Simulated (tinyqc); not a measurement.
Thin-body transistor below threshold, two-dimensional Poisson equation on a small mesh: two steps of the calculation.

A thin body on a thick buried insulator of low permittivity, taken as carrying no normal field at the bottom of the body (row 0). Mobile charge is neglected (subthreshold), the body is fully depleted, and potentials are counted from the intrinsic level; rows run upward to the gate, columns from source to drain.

Question 1. The linear system. Unknowns (row, column) in the order listed; A has up + dn + 2 lat on the diagonal and -up, -dn, -lat towards free neighbours; b holds s and the terms of fixed neighbours. Fixed values: gate row Vg - Vfb; column 0 at Vbi and the last column at Vbi + Vd in the semiconductor, each running linearly to Vg - Vfb across the insulator.

fixed values (free nodes shown as 0) (V):
```
,j=0,j=1,j=2,j=3,j=4
row 0,0.48000000,0.00000000,0.00000000,0.00000000,0.98000000
row 1,0.48000000,0.00000000,0.00000000,0.00000000,0.98000000
row 2,-0.09000000,-0.09000000,-0.09000000,-0.09000000,-0.09000000
```

```
row,up,dn,lat,s (V)
0,22.95,0,2.2666667,0
1,16.418919,22.95,4.7333333,0
```

Find: A; b.

Answer 1.

A:
```
,"(0,1)","(0,2)","(0,3)","(1,1)","(1,2)","(1,3)"
"(0,1)",27.483,-2.267,0.000,-22.950,0.000,0.000
"(0,2)",-2.267,27.483,-2.267,0.000,-22.950,0.000
"(0,3)",0.000,-2.267,27.483,0.000,0.000,-22.950
"(1,1)",-22.950,0.000,0.000,48.836,-4.733,0.000
"(1,2)",0.000,-22.950,0.000,-4.733,48.836,-4.733
"(1,3)",0.000,0.000,-22.950,0.000,-4.733,48.836
```

b (V): (0,1) 1.0880, (0,2) 0.0000, (0,3) 2.2213, (1,1) 0.7943, (1,2) -1.4777, (1,3) 3.1610

Question 2. Over-relaxation sweep (omega = 1.2). Free nodes: rows 0..1, columns 1..3, taken row by row from row 0, left to right. t = (up psi(above) + dn psi(below) + lat [psi(left) + psi(right)] + s)/(up + dn + 2 lat), with the newest neighbours; psi(new) = psi + 1.2 (t - psi).

psi at the start (fixed values on the edges, free nodes at zero) (V):
```
,j=0,j=1,j=2,j=3,j=4
row 0,0.48000000,0.00000000,0.00000000,0.00000000,0.98000000
row 1,0.48000000,0.00000000,0.00000000,0.00000000,0.98000000
row 2,-0.09000000,-0.09000000,-0.09000000,-0.09000000,-0.09000000
```

```
row,up,dn,lat,s (V)
0,22.95,0,2.2666667,0
1,16.418919,22.95,4.7333333,0
```

Give: psi after iteration 1.

Answer 2.

psi after iteration 1 (V):
```
,j=0,j=1,j=2,j=3,j=4
row 0,0.48000,0.04751,0.00470,0.09745,0.98000
row 1,0.48000,0.04631,-0.02827,0.12934,0.98000
row 2,-0.09000,-0.09000,-0.09000,-0.09000,-0.09000
```

Program tinyqc, `OMP_NUM_THREADS=1 python tinyqc.py 2480023 2480024 out.jsonl`; Intel Xeon 2.30GHz, shared host, one thread, about 0.1 s.
